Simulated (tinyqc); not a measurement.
Resistance of a source-drain extension with a graded tip: two steps of the calculation.

y runs along the channel, the gate covers y > 0. The doping is N0 for y < y0 and N0 10^(-(y - y0)/la) beyond, uniform over the depth xj. Sheet conductance s(y) = q mu(N) max(N - Nch, 0) xj + (for y > 0) ma Cox Vo, with mu(N) = u0 + (u1 - u0)/(1 + (N/Nr)^au) and Cox = eps0 eox/tox. Current is taken as one-dimensional; depletion of the tip, spreading and the contact are left out. The metallurgical junction lies at yj, where N = Nch.

Parameters, values chosen for the exercise; mobility law close to that of electrons in silicon:
```
symbol,value,unit,meaning
eox,3.9,,relative permittivity of the gate insulator (close to silicon dioxide)
tox,1.8,nm,insulator thickness
N0,1.1e20,cm^-3,active doping of the extension far from the gate
la,3.7,nm/decade,lateral abruptness
y0,2.6,nm,position under the gate where the fall begins (gate edge at 0)
xj,20,nm,depth of the extension
Nch,4e18,cm^-3,channel doping
Vo,0.43,V,gate overdrive
ma,170,cm^2/(V s),mobility of the gate-induced layer
u1,1414,cm^2/(V s),mobility at low doping
u0,68.5,cm^2/(V s),mobility at high doping
Nr,9.2e16,cm^-3,reference doping
au,0.711,,exponent
Lg,45,nm,gate length
```

Constants: q = 1.602176634e-19 C, eps0 = 8.8541878128e-14 F/cm where lengths are in cm. Results are converted to the units shown.

Task 1. Sheet resistances and junction position. yj = y0 + la log10(N0/Nch); sheet resistance of the full extension 1/[q mu(N0)(N0 - Nch) xj] and of the gate-induced layer 1/(ma Cox Vo); metallurgical length Lg - 2 yj; ye is where the doped and the gate-induced conductances are equal.

Give: yj; sheet resistance of the extension; sheet resistance of the induced layer; metallurgical length; ye; N at ye.

Result 1.

yj = 7.926 nm
sheet resistance of the extension = 381.5 ohm/square
sheet resistance of the induced layer = 7131 ohm/square
metallurgical length = 29.15 nm
ye = 6.915 nm
N at ye = 7.504e18 cm^-3

The gate takes over 1.01 nm before the junction, where N is still 1.88 times the channel doping.

Task 2. Resistance of the overlapped part. Midpoint rule on 10 equal steps from 0 to yj: R_ov = sum h/s(y), per width.

Find: y; N; doped conductance; sheet resistance; R_ov.

Result 2.

```
point   y (nm)  N (cm^-3)  doped conductance (uS)  sheet resistance (ohm/square)
0      0.39628  1.1000e20                  2621.1                         362.15
1       1.1888  1.1000e20                  2621.1                         362.15
2       1.9814  1.1000e20                  2621.1                         362.15
3       2.7739  9.8715e19                  2362.9                         399.49
4       3.5665  6.0281e19                  1474.3                         619.39
5       4.3590  3.6811e19                  917.16                         945.72
6       5.1516  2.2479e19                  562.21                         1423.6
7       5.9441  1.3727e19                  329.60                         2128.4
8       6.7367  8.3823e18                  169.62                         3227.3
9       7.5293  5.1187e18                  50.746                         5236.1
```

R_ov = 11.941 ohm um

Computed by the program tinyqc: `OMP_NUM_THREADS=1 python tinyqc.py 2282032 2282033 out.jsonl`, one thread of a shared Intel Xeon 2.30GHz, about 0.07 s for the whole run.
